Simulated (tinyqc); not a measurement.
Low-temperature mobility of a two-dimensional electron gas with static screening: one step, computed by the program tinyqc.

One subband is filled, the gas is degenerate and scatters at the Fermi circle; one permittivity serves on both sides of the interface. All formulas are in SI units, masses times m_0. Piezoelectric and polar phonons are left out, and n_s is taken as set by a gate, independent of N_i.

Task: Remote charges. Form factors with u = q/b: screening G(q) = [1 + 9u/8 + 3u^2/8]/(1 + u)^3, remote charge P(q) = exp(-q d)/(1 + u)^3. Dielectric function eps(q) = 1 + q_TF G(q)/q, with q = 2 k_F sin(theta/2). Remote charges: <|U|^2> = N_i [e^2 P(q)/(2 eps eps_0 q)]^2. 1/tau_t = (m/(pi hbar^3)) int_0^pi (1 - cos theta) <|U|^2>/eps(q)^2 dtheta; the quantum rate 1/tau_q drops the factor (1 - cos theta); 200 Gauss-Legendre points in s with theta = pi s^2, s from 0 to 1; mu = e tau_t/m.

Inputs (values chosen for the exercise, modelled on an InAs channel):
```
quantity                                        value    unit
in-plane mass m                                0.0304     m_0
mass across the layer m_z                      0.0308     m_0
permittivity eps                                 15.2       -
roughness height Delta                           0.35      nm
correlation length Lambda                         4.1      nm
remote charge density N_i                     6.7e+10  1/cm^2
distance d of the charges from the interface       38      nm
```

Wave function: Fang-Howard. Roughness spectrum: exponential.

k_F = 0.2020908 1/nm

b = 0.2468313 1/nm

q_TF = 0.07558905 1/nm

effective field F = 0.04309498 MV/cm

Constants: m_0 = 9.1093837015e-31 kg; hbar = 1.054571817e-34 J s; e = 1.602176634e-19 C; eps_0 = 8.8541878128e-12 F/m.

Give: tau_t, charges; tau_q, charges; remote-charge mobility; tau_t/tau_q, charges.

Result:

tau_t, charges = 1412 ps

tau_q, charges = 2.811 ps

remote-charge mobility = 8.169e+07 cm^2/(V s)

tau_t/tau_q, charges = 502.3

Caution: E_F exceeds 1.1 (hbar^2 e^2 F^2/2 m_z)^(1/3), of the order of the first subband spacing (1.75 times that in a triangular well, less with self-consistent band bending), so a second subband may fill.
